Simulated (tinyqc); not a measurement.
# Heated strip on a layer stack, thermal resistances with spreading: what changes with what

A long strip of width ws dissipates Pw per length on three layers over a heat sink. Heat is taken to spread at 45 degrees, so the width of the flow grows by twice the depth: w1 = ws + 2 t1, w2 = w1 + 2 t2, w3 = w2 + 2 t3 at the bottoms of the layers. This is a rule of thumb, not a solution of the heat equation.

Inputs (values chosen for the exercise); conductivities close to those of gallium nitride (layer 1), silicon carbide (layer 2) and solder (layer 3): heat-sink temperature T0 = 350 K; width of the heated strip ws = 0.67 um; power per length of the strip Pw = 6.5 W/mm; thickness of layer 1 t1 = 0.64 um; conductivity of layer 1 k1 = 154 W/(m K); boundary resistance between layers 1 and 2 Rb = 12 m^2 K/GW; thickness of layer 2 t2 = 500 um; conductivity of layer 2 at 300 K k2 = 367 W/(m K); exponent in k2(T) = k2 (300 K/T)^p p = 1.1; thickness of layer 3 t3 = 10 um; conductivity of layer 3 k3 = 53.3 W/(m K).

Each table varies one quantity; the others keep the values above.

## Effect of the power per length of the strip

Resistances times length: layer i, ln(w_i/w_(i-1))/(2 k_i) with w0 = ws; boundary, Rb/w1. From the sink upward: Ta = T0 + Pw R3; across layer 2 the Kirchhoff transform gives Tb^(1-p) = Ta^(1-p) + (1 - p)(300 K)^(-p) Pw R2; Tc = Tb + Pw Rboundary; Tj = Tc + Pw R1. The share is that of R1 + Rboundary in the sum of the four resistances.

The same in every row: sum of resistances (K mm/W) = 18.31; share of layer 1 and boundary (%) = 52.55.

Results:
```
Pw (W/mm)  Tj - T0 (K)  (Tj - T0)/Pw (K mm/W)
1.1              22.07                  20.07
2.3              46.63                  20.27
3.5              71.70                  20.49
5.1              106.0                  20.78
7.5              159.3                  21.24
11               241.6                  21.96
16               369.8                  23.11
```

Estimate the missing row, Pw = 1.6 W/mm.

Computed row:
```
Pw (W/mm)  Tj - T0 (K)  (Tj - T0)/Pw (K mm/W)
1.6              32.24                  20.15
```

With this row back in the table: As Pw goes from 1.1 to 16 W/mm, Tj - T0 rises from 22.1 to 370 K, on average as Pw^(1.05), and the share of layer 1 and the boundary stays at 52.5 %. The apparent resistance grows from 20.1 to 23.1 K mm/W because k2 falls as layer 2 warms. For Pw = 11 to 16 W/mm Tj passes 550 K, beyond usual device limits, and k1 and k3 would no longer be constant.

## Effect of the boundary resistance between layers 1 and 2

Same model as above.

Effect of the boundary resistance between layers 1 and 2:
```
Rb (m^2 K/GW)  sum of resistances (K mm/W)  share of layer 1 and boundary (%)  Tj - T0 (K)  (Tj - T0)/Pw (K mm/W)
1                                    12.67                              31.42        100.1                  15.40
2.1                                  13.23                              34.34        103.8                  15.97
4.5                                  14.47                              39.93        111.8                  17.20
9.7                                  17.13                              49.28        129.1                  19.87
21                                   22.93                              62.10        166.8                  25.66
44                                   34.72                              74.97        243.5                  37.46
94                                   60.36                              85.60        410.1                  63.10
```

What does the table show?

As Rb goes from 1 to 94 m^2 K/GW, Tj - T0 rises from 100 to 410 K, on average as Rb^(0.31), and the share of layer 1 and the boundary rises from 31.4 to 85.6 %. For Rb = 44 to 94 m^2 K/GW Tj passes 550 K, beyond usual device limits, and k1 and k3 would no longer be constant.

## Effect of the thickness of layer 2

Same model as above.

Result of one run:
```
t2 (um)  sum of resistances (K mm/W)  share of layer 1 and boundary (%)  Tj - T0 (K)  (Tj - T0)/Pw (K mm/W)
62                            16.683                             57.676       119.76                 18.425
```

What becomes of these results when the thickness of layer 2 t2 is changed from 62 to 110 um, all else the same?

Result of the changed run:
```
t2 (um)  sum of resistances (K mm/W)  share of layer 1 and boundary (%)  Tj - T0 (K)  (Tj - T0)/Pw (K mm/W)
110                           16.882                             56.997       122.49                 18.844
```

The whole series:
```
t2 (um)  sum of resistances (K mm/W)  share of layer 1 and boundary (%)  Tj - T0 (K)  (Tj - T0)/Pw (K mm/W)
20                            17.460                             55.110       122.76                 18.886
35                            16.839                             57.143       119.62                 18.402
62                            16.683                             57.676       119.76                 18.425
110                           16.882                             56.997       122.49                 18.844
190                           17.291                             55.649       126.76                 19.502
340                           17.873                             53.837       132.52                 20.387
600                           18.529                             51.931       138.92                 21.372
```

As t2 goes from 20 to 600 um, Tj - T0 goes from 123 through a minimum of 120 (at t2 = 35 um among the rows listed) to 139 K, on average as t2^(0.04), and the share of layer 1 and the boundary goes from 55.1 through a maximum of 57.7 (at t2 = 62 um among the rows listed) to 51.9 %. The dependence on t2 is logarithmic, since most of the resistance lies close to the narrow source.

Numbers from tinyqc (`OMP_NUM_THREADS=1 python tinyqc.py 2520061 2520062 out.jsonl`; about 0.01 s on one thread of a shared Intel Xeon 2.30GHz).
